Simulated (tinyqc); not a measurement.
Estimate of lattice thermal conductivity from elastic moduli (Slack, Klemens and Cahill formulas): one step, computed by the program tinyqc. Command: `OMP_NUM_THREADS=1 python tinyqc.py 3026961 3026962 out.jsonl slack walk`. One thread of a shared host (Intel(R) Xeon(R) Processor @ 2.30GHz), about 0.01 s of CPU time with the checks.

An isotropic solid.

Task: Minimum conductivity. Cahill minimum: kappa_min = (pi/6)^(1/3) k_B V^(-2/3) sum over L, T, T of v (T/Theta_i)^2 int_0^(Theta_i/T) x^3 e^x/(e^x - 1)^2 dx, Theta_i = Theta v_i/v_m (64 Gauss-Legendre points). Its high-temperature limit is (1/2) (pi/6)^(1/3) k_B V^(-2/3) (vL + 2 vT).

Inputs (values chosen for the exercise, for a model crystal): volume per atom V = 34.6 angstrom^3; temperature T = 400 K.

Grueneisen parameter: from the Poisson ratio.

vL = 4738.704 m/s

vT = 2901.852 m/s

Debye temperature Theta = 292.6995 K

v_m = 3203.594 m/s

kappa of the polycrystal = 30.80910 W/(m K)

Constants: k_B = 1.380649e-23 J/K.

Give: kappa_min; its high-temperature limit; kappa_poly/kappa_min.

Result:

kappa_min = 0.5353 W/(m K)

its high-temperature limit = 0.5524 W/(m K)

kappa_poly/kappa_min = 57.56
